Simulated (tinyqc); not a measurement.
Plane-wave Kohn-Sham cycle with exchange-only LDA in a layered model solid, step by step. One step of it, computed by the program tinyqc.

Problem. Iteration 2: Hamiltonian at one k. H(m,m') = (k + G_m)^2/2 delta + V(G_m - G_m'), with V(-G) = V(G).

A solid whose potential varies along x alone (atomic units):
```
parameter                      value
period a                   12.700000
cross-section of the cell  35.000000
electrons per cell                 2
grid points                       16
plane waves -n..n, n               3
k points                           2
V1 in V1 cos(2 pi x/a)     -0.640000
V2 in V2 cos(4 pi x/a)     -0.210000
```

V(G_m), m = 0, 1, 2, ... (hartree): [-0.162412, -0.312766, -0.104754, -0.000729, -0.000390, -0.000090, 0.000007]

k = 0.250000 2 pi / a

Give: H.

Solution.

H (hartree), order -3, -2, -1, +0, +1, +2, +3:
$$\begin{pmatrix}
0.7631 & -0.3128 & -0.1048 & -0.0007 & -0.0004 & -0.0001 & 0.0000 \\
-0.3128 & 0.2124 & -0.3128 & -0.1048 & -0.0007 & -0.0004 & -0.0001 \\
-0.1048 & -0.3128 & -0.0936 & -0.3128 & -0.1048 & -0.0007 & -0.0004 \\
-0.0007 & -0.1048 & -0.3128 & -0.1548 & -0.3128 & -0.1048 & -0.0007 \\
-0.0004 & -0.0007 & -0.1048 & -0.3128 & 0.0288 & -0.3128 & -0.1048 \\
-0.0001 & -0.0004 & -0.0007 & -0.1048 & -0.3128 & 0.4572 & -0.3128 \\
0.0000 & -0.0001 & -0.0004 & -0.0007 & -0.1048 & -0.3128 & 1.1303
\end{pmatrix}$$
